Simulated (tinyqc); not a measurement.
# Undoped symmetric double-gate MOSFET, analytic potential model: effects of single changes

An undoped body of thickness ts between two equal insulators and tied gates; long channel, electrons only, n = ni exp((psi - V)/Vt) with V the quasi-Fermi potential (0 at the source, Vd at the drain), constant mobility, no quantisation. Across the body psi(x) = V - 2 Vt ln[(ts/(2 beta)) sqrt(q ni/(2 eps0 eps_r Vt)) cos(2 beta x/ts)], x from the centre. Q is the electron charge per area of the whole body.

Inputs (values chosen for the exercise); material values close to those of germanium: temperature T = 293 K; band gap Eg = 0.648 eV; relative permittivity of the semiconductor eps_r = 15.9; conduction-band density of states at T Nc = 1.01e19 cm^-3; valence-band density of states at T Nv = 5.84e18 cm^-3; relative permittivity of the gate insulator eox = 7.25; insulator thickness tox = 4.2 nm; body thickness ts = 8 nm; gate work function less that of the intrinsic body dphi = 0.17 V; channel mobility mu = 270 cm^2/(V s); gate length L = 2 um; drain voltage Vd = 0.8 V.

Constants: q = 1.602176634e-19 C, kB = 1.380649e-23 J/K, Vt = kB T/q, eps0 = 8.8541878128e-14 F/cm where lengths are in cm. Results are converted to the units shown.

Each table varies one quantity; the others keep the values above.

## Effect of the body thickness

ni = sqrt(Nc Nv) exp(-Eg/(2 Vt)), Eg in volts; r = eps_r tox/(eox ts); V0 = dphi + 2 Vt ln[(2/ts) sqrt(2 eps0 eps_r Vt/(q ni))]. beta (between 0 and pi/2) solves (Vg - V0 - V)/(2 Vt) = ln(beta) - ln(cos beta) + 2 r beta tan(beta). Q = 8 eps0 eps_r Vt beta tan(beta)/ts; I = mu (1/L)(4 eps0 eps_r/ts)(2 Vt)^2 [g(beta_s) - g(beta_d)] per width, g = beta tan(beta) - beta^2/2 + r beta^2 tan^2(beta), with beta_s at V = 0 and beta_d at V = Vd.  I(low) is taken at Vg = 0.22 V, Qs and I(high) at Vg = 0.97 V.

Results:
```
ts (nm)  V0 (V)  I(low) (nA/um)  Qs(high) (nC/cm^2)  I(high) (uA/um)
2.7      0.5231         0.02193                1299            43.04
3.7      0.5072         0.03005                1309            43.96
5.2      0.4900         0.04223                1316            44.84
10       0.4570         0.08121                1325            46.15
14       0.4400          0.1137                1327            46.64
20       0.4220          0.1624                1328            47.05
```

Estimate the missing row, ts = 7.3 nm.

Computed row:
```
ts (nm)  V0 (V)  I(low) (nA/um)  Qs(high) (nC/cm^2)  I(high) (uA/um)
7.3      0.4729         0.05929                1322            45.58
```

With this row back in the table: As ts goes from 2.7 to 20 nm, I(low) rises from 0.0219 to 0.162 nA/um and I(high) rises from 43.0 to 47.0 uA/um. On average I(low) goes as ts^(1.00) and I(high) goes as ts^(0.04). Below threshold the charge is proportional to the cross-section of the body; above it the insulator sets the charge. In every row the surface density at the source at the higher gate voltage passes 0.3 Nc, where Boltzmann statistics fail. For ts = 2.7 to 5.2 nm the body is thin enough for quantum confinement, left out here, to raise the threshold.

## Transfer curve and volume inversion

Q = 8 eps0 eps_r Vt beta tan(beta)/ts; I = mu (1/L)(4 eps0 eps_r/ts)(2 Vt)^2 [g(beta_s) - g(beta_d)] per width, g = beta tan(beta) - beta^2/2 + r beta^2 tan^2(beta), with beta_s at V = 0 and beta_d at V = Vd. The drop is psi(surface) - psi(centre) at the source end; C = dQs/dVg, Cg = 2 eps0 eox/tox; gm = dI/dVg.

Transfer curve and volume inversion:
```
Vg (V)  Qs (nC/cm^2)  drop (mV)       C/Cg  I (uA/um)  gm/I (1/V)
0.17       0.0026312  1.8690e-4  3.4090e-5  8.9688e-6      39.605
0.32         0.98608   0.070011   0.012592  0.0033857      39.318
0.47          94.510     6.4263    0.51361    0.54601      23.367
0.62          405.87     24.145    0.77799     5.4183      10.112
0.77          783.04     40.484    0.85615     17.397      6.0765
0.92          1185.2     53.943    0.89439     37.296      4.2901
1.07          1600.9     65.072    0.91714     65.488      3.3000
1.22          2025.1     74.451    0.93214     102.05      2.6359
1.37          2455.1     82.509    0.94271     144.47      2.0227
```

What does the comparison show?

The current rises from 8.97e-6 to 144 uA/um. In the first row gm/I is 39.6 1/V, within 0.01 % of 1/Vt: with no depletion charge the whole body follows the gate, and the swing is ideal. The drop between surface and centre goes from 1.9e-4 to 82.5 mV and passes Vt at Vg = 0.77 V among the rows; below that the density varies across the body by less than a factor of e (volume inversion). C reaches 0.94 of Cg in the last row. For Vg = 0.62 to 1.37 V the surface density at the source passes 0.3 Nc, where Boltzmann statistics fail.

## Effect of the gate work function less that of the intrinsic body

Same model as above.

Effect of the gate work function less that of the intrinsic body:
```
dphi (V)  V0 (V)  I(low) (nA/um)  Qs(high) (nC/cm^2)  I(high) (uA/um)
0.02      0.3183           23.51                1742            76.77
0.07      0.3683           3.386                1601            65.49
0.12      0.4183          0.4703                1461            55.15
0.17      0.4683         0.06497                1323            45.76
0.22      0.5183        0.008969                1185            37.30
0.27      0.5683        0.001238                1049            29.76
0.32      0.6183        1.709e-4               915.1            23.13
```

What does the table show?

As dphi goes from 0.02 to 0.32 V, I(low) falls from 23.5 to 1.71e-4 nA/um and I(high) falls from 76.8 to 23.1 uA/um. V0 rises from 0.318 to 0.618 V. In every row the surface density at the source at the higher gate voltage passes 0.3 Nc, where Boltzmann statistics fail.

tinyqc, about 0.01 s, one thread, Intel Xeon 2.30GHz (shared host): `OMP_NUM_THREADS=1 python tinyqc.py 2440018 2440019 out.jsonl`
